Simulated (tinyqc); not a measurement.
Thermodynamics of metal silicides: hull, first phase, silicon consumed, nucleation and stability against SiO2. Changing the silicon available t_Si. Computed by tinyqc, a small Python program. Command: `OMP_NUM_THREADS=1 python tinyqc.py 3010541 3010542 out.jsonl silphase sweep`. One thread of a shared host (Intel(R) Xeon(R) Processor @ 2.30GHz), about 0.01 s of CPU time with the checks.

Entropies of formation of the solids are neglected, so heats stand for free energies. Si fractions: M5Si3 0.3750, MSi 0.5000, MSi2 0.6667.

Inputs (values chosen for the exercise, of the order of those of titanium silicides for heats and volumes only): heat of formation of M5Si3 = -74.4 kJ/mol atoms; heat of formation of MSi = -62.4 kJ/mol atoms; heat of formation of MSi2 = -44.1 kJ/mol atoms; molar volume of M = 10.64 cm^3/mol; molar volume of Si = 12.06 cm^3/mol; metal thickness t = 40 nm.

Phases: M5Si3, MSi, MSi2.

Method. A phase is stable if it lies below every straight line between a phase on its left and one on its right (M and Si at zero). Distance = its heat less the lowest such line, negative for a stable phase. Overall Si fraction x0 = (t_Si/V_Si)/(t_Si/V_Si + t/V_M). In equilibrium the two stable phases that bracket x0 share the atoms by the lever rule.

One run for each value:
```
silicon available t_Si (nm)  overall Si fraction x0  share of atoms in the Si-richer phase
12                                          0.20928                                0.55809
33                                          0.42125                                0.37000
54                                          0.54360                                0.26158
75                                          0.62324                                0.73946
96                                          0.67922                                0.03766
117                                         0.72072                                0.16215
138                                         0.75271                                0.25812
159                                         0.77812                                0.33436
180                                         0.79880                                0.39640
```

Describe and explain the trends.

Over the rows, overall Si fraction x0 rises from 0.209 to 0.799 (exponent d ln y / d ln x 0.69 between the first rows and 0.21 between the last); share of atoms in the Si-richer phase lies between 0.0377 and 0.739 without a single trend. The share restarts from zero each time x0 passes the composition of a stable phase.

Extremes, crossings and ranges named in words are read from the listed rows.
